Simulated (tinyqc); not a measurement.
Inside a calculation (part 2 of 2). Method: RKS/PBE0 in the sto-3g basis, for BeH2, spin multiplicity 1. Computed by tinyqc, a small Python program that keeps every step (integrals from PySCF). Command: `OMP_NUM_THREADS=1 python tinyqc.py 25957 25958 out.jsonl` (the two numbers bound the seeds that draw the settings). One thread of a shared host (Intel(R) Xeon(R) Processor @ 2.60GHz), about 0.7 s of CPU time with the checks.

Geometry (angstrom):
```
atom         x          y         z
Be    0.000000   0.000000  0.000000
H     0.000000   1.417000  0.000000
H     0.000000  -1.417000  0.000000
```

## Iteration 2: diagonalisation and new density

Kohn-Sham matrix F (hartree), order 1Be 1s, 1Be 2s, 1Be 2px, 1Be 2py, 1Be 2pz, 2H 1s, 3H 1s:
```
[[-4.021953, -1.169626, 0.000000, 0.000000, 0.000000, -0.271444, -0.271444],
 [-1.169626, -0.550048, 0.000000, 0.000000, 0.000000, -0.283780, -0.283780],
 [0.000000, 0.000000, 0.021592, 0.000000, 0.000000, 0.000000, 0.000000],
 [0.000000, 0.000000, 0.000000, -0.143535, 0.000000, -0.218525, 0.218525],
 [0.000000, 0.000000, 0.000000, 0.000000, 0.021592, 0.000000, 0.000000],
 [-0.271444, -0.283780, 0.000000, -0.218525, 0.000000, -0.165541, -0.033793],
 [-0.271444, -0.283780, 0.000000, 0.218525, 0.000000, -0.033793, -0.165541]]
```

X, order 1Be 1s, 1Be 2s, 1Be 2px, 1Be 2py, 1Be 2pz, 2H 1s, 3H 1s:
```
[[0.000000, -0.351362, 0.946116, 0.000000, 0.000000, 0.000000, 0.251870],
 [0.000000, 1.182049, -0.075932, 0.000000, 0.000000, 0.000000, 0.523513],
 [0.000000, 0.000000, 0.000000, 0.929552, -0.368690, 0.000000, 0.000000],
 [1.335372, 0.000000, 0.000000, 0.000000, 0.000000, 0.547386, 0.000000],
 [0.000000, 0.000000, 0.000000, 0.368690, 0.929552, 0.000000, 0.000000],
 [-0.961499, -0.750888, -0.281124, 0.000000, 0.000000, 0.380117, 0.353129],
 [0.961499, -0.750888, -0.281124, 0.000000, 0.000000, -0.380117, 0.353129]]
```

Diagonalise F' = X^T F X, C = X C', fill 3 alpha and 3 beta electrons from the bottom; D = 2 C_occ C_occ^T. Each column has its largest component positive (the first on a tie).

F' = X^T F X (hartree):
```
[[0.622758, 0.000000, 0.000000, 0.000000, 0.000000, -0.000438, 0.000000],
 [0.000000, 0.202745, 0.451265, 0.000000, 0.000000, 0.000000, 0.144418],
 [0.000000, 0.451265, -3.202255, 0.000000, 0.000000, 0.000000, -1.498124],
 [0.000000, 0.000000, 0.000000, 0.021592, 0.000000, 0.000000, 0.000000],
 [0.000000, 0.000000, 0.000000, 0.000000, 0.021592, 0.000000, 0.000000],
 [-0.000438, 0.000000, 0.000000, 0.000000, 0.000000, -0.262955, 0.000000],
 [0.000000, 0.144418, -1.498124, 0.000000, 0.000000, 0.000000, -1.070475]]
```

orbital energies (hartree): [-4.026621, -0.308551, -0.262955, 0.021592, 0.021592, 0.265186, 0.622758]

coefficients C, order 1Be 1s, 1Be 2s, 1Be 2px, 1Be 2py, 1Be 2pz, 2H 1s, 3H 1s:
```
[[0.989605, -0.239135, 0.000000, 0.000000, 0.000000, -0.213364, 0.000000],
 [0.040444, 0.659370, 0.000000, 0.000000, 0.000000, 1.113853, 0.000000],
 [0.000000, 0.000000, 0.000000, 0.999706, -0.024263, 0.000000, 0.000000],
 [0.000000, 0.000000, 0.548046, 0.000000, 0.000000, 0.000000, 1.335102],
 [0.000000, 0.000000, 0.000000, 0.024263, 0.999706, 0.000000, 0.000000],
 [-0.005973, 0.334690, 0.379642, 0.000000, 0.000000, -0.809636, -0.961686],
 [-0.005973, 0.334690, -0.379642, 0.000000, 0.000000, -0.809636, 0.961686]]
```

D after iteration 2, order 1Be 1s, 1Be 2s, 1Be 2px, 1Be 2py, 1Be 2pz, 2H 1s, 3H 1s:
```
[[2.073008, -0.235309, 0.000000, 0.000000, 0.000000, -0.171894, -0.171894],
 [-0.235309, 0.872808, 0.000000, 0.000000, 0.000000, 0.440886, 0.440886],
 [0.000000, 0.000000, 0.000000, 0.000000, 0.000000, 0.000000, 0.000000],
 [0.000000, 0.000000, 0.000000, 0.600709, 0.000000, 0.416123, -0.416123],
 [0.000000, 0.000000, 0.000000, 0.000000, 0.000000, 0.000000, 0.000000],
 [-0.171894, 0.440886, 0.000000, 0.416123, 0.000000, 0.512363, -0.064150],
 [-0.171894, 0.440886, 0.000000, -0.416123, 0.000000, -0.064150, 0.512363]]
```

Within a degenerate level the vectors are fixed only up to a rotation; this is one choice.

## Iteration 15 (converged): orbitals

converged F (hartree), order 1Be 1s, 1Be 2s, 1Be 2px, 1Be 2py, 1Be 2pz, 2H 1s, 3H 1s:
```
[[-3.900991, -1.143144, 0.000000, 0.000000, 0.000000, -0.265972, -0.265972],
 [-1.143144, -0.533803, 0.000000, 0.000000, 0.000000, -0.286936, -0.286936],
 [0.000000, 0.000000, 0.054732, 0.000000, 0.000000, 0.000000, 0.000000],
 [0.000000, 0.000000, 0.000000, -0.135955, 0.000000, -0.228245, 0.228245],
 [0.000000, 0.000000, 0.000000, 0.000000, 0.054732, 0.000000, 0.000000],
 [-0.265972, -0.286936, 0.000000, -0.228245, 0.000000, -0.204712, -0.031874],
 [-0.265972, -0.286936, 0.000000, 0.228245, 0.000000, -0.031874, -0.204712]]
```

As before.

F' = X^T F X (hartree):
```
[[0.610220, 0.000000, 0.000000, 0.000000, 0.000000, 0.035503, 0.000000],
 [0.000000, 0.193352, 0.419235, 0.000000, 0.000000, 0.000000, 0.162952],
 [0.000000, 0.419235, -3.109669, 0.000000, 0.000000, 0.000000, -1.445958],
 [0.000000, 0.000000, 0.000000, 0.054732, 0.000000, 0.000000, 0.000000],
 [0.000000, 0.000000, 0.000000, 0.000000, 0.054732, 0.000000, 0.000000],
 [0.035503, 0.000000, 0.000000, 0.000000, 0.000000, -0.280648, 0.000000],
 [0.000000, 0.162952, -1.445958, 0.000000, 0.000000, 0.000000, -1.061043]]
```

orbital energies (hartree): [-3.906164, -0.317379, -0.282060, 0.054732, 0.054732, 0.246183, 0.611632]

coefficients C, order 1Be 1s, 1Be 2s, 1Be 2px, 1Be 2py, 1Be 2pz, 2H 1s, 3H 1s:
```
[[0.988870, -0.229450, 0.000000, 0.000000, 0.000000, -0.226974, 0.000000],
 [0.043053, 0.599226, 0.000000, 0.000000, 0.000000, 1.147234, 0.000000],
 [0.000000, 0.000000, 0.000000, -0.017628, 0.999845, 0.000000, 0.000000],
 [0.000000, 0.000000, 0.493863, 0.000000, 0.000000, 0.000000, 1.356079],
 [0.000000, 0.000000, 0.000000, 0.999845, 0.017628, 0.000000, 0.000000],
 [-0.006190, 0.377211, 0.418044, 0.000000, 0.000000, -0.790719, -0.945626],
 [-0.006190, 0.377211, -0.418044, 0.000000, 0.000000, -0.790719, 0.945626]]
```

D after iteration 15, order 1Be 1s, 1Be 2s, 1Be 2px, 1Be 2py, 1Be 2pz, 2H 1s, 3H 1s:
```
[[2.061023, -0.189838, 0.000000, 0.000000, 0.000000, -0.185344, -0.185344],
 [-0.189838, 0.721852, 0.000000, 0.000000, 0.000000, 0.451536, 0.451536],
 [0.000000, 0.000000, 0.000000, 0.000000, 0.000000, 0.000000, 0.000000],
 [0.000000, 0.000000, 0.000000, 0.487800, 0.000000, 0.412912, -0.412912],
 [0.000000, 0.000000, 0.000000, 0.000000, 0.000000, 0.000000, 0.000000],
 [-0.185344, 0.451536, 0.000000, 0.412912, 0.000000, 0.634174, -0.064868],
 [-0.185344, 0.451536, 0.000000, -0.412912, 0.000000, -0.064868, 0.634174]]
```

Within a degenerate level the vectors are fixed only up to a rotation; this is one choice.

## Convergence

Stop when the energy changes by less than 1e-10 hartree and every element of the error matrix X^T (F D S - S D F) X is below 3e-06.

Course of the cycle:
```
iteration   E (hartree)     change  largest element of the error matrix
1          -15.11639811          -                             7.83e-01
2          -15.60153664  -4.85e-01                             2.18e-01
3          -15.64786577  -4.63e-02                             9.83e-02
4          -15.65501744  -7.15e-03                             3.67e-02
5          -15.65611192  -1.09e-03                             1.48e-02
6          -15.65628252  -1.71e-04                             5.78e-03
7          -15.65630899  -2.65e-05                             2.29e-03
8          -15.65631311  -4.12e-06                             9.00e-04
9          -15.65631375  -6.39e-07                             3.55e-04
10         -15.65631385  -9.94e-08                             1.40e-04
11         -15.65631386  -1.54e-08                             5.52e-05
12         -15.65631386  -2.40e-09                             2.17e-05
13         -15.65631386  -3.73e-10                             8.57e-06
14         -15.65631386  -5.80e-11                             3.38e-06
15         -15.65631386  -9.01e-12                             1.33e-06
```

PySCF RKS in the same basis, fine grid = -15.65663838 hartree

Converged in 15 iterations. The coarse grid moves the energy by +3.25e-04 hartree.

## Populations, bond orders and dipole

overlap S, order 1Be 1s, 1Be 2s, 1Be 2px, 1Be 2py, 1Be 2pz, 2H 1s, 3H 1s:
```
[[1.000000, 0.259517, 0.000000, 0.000000, 0.000000, 0.058645, 0.058645],
 [0.259517, 1.000000, 0.000000, 0.000000, 0.000000, 0.429180, 0.429180],
 [0.000000, 0.000000, 1.000000, 0.000000, 0.000000, 0.000000, 0.000000],
 [0.000000, 0.000000, 0.000000, 1.000000, 0.000000, 0.503236, -0.503236],
 [0.000000, 0.000000, 0.000000, 0.000000, 1.000000, 0.000000, 0.000000],
 [0.058645, 0.429180, 0.000000, 0.503236, 0.000000, 1.000000, 0.025766],
 [0.058645, 0.429180, 0.000000, -0.503236, 0.000000, 0.025766, 1.000000]]
```

Mulliken: Z minus the diagonal of D S on the atom; Loewdin: the same with S^(1/2) D S^(1/2); Mayer order: 2 sum_s sum (D(s) S)_ij (D(s) S)_ji over the two atoms.

Charges (e):
```
atom   Mulliken    Loewdin
1Be    0.046431   0.038593
2H    -0.023215  -0.019297
3H    -0.023215  -0.019297
```

Mayer bond orders:
```
pair     order
2-1   0.994074
3-1   0.994074
3-2   0.005387
```

dipole moment about the origin, x y z (debye): [0.000000, 0.000000, 0.000000]
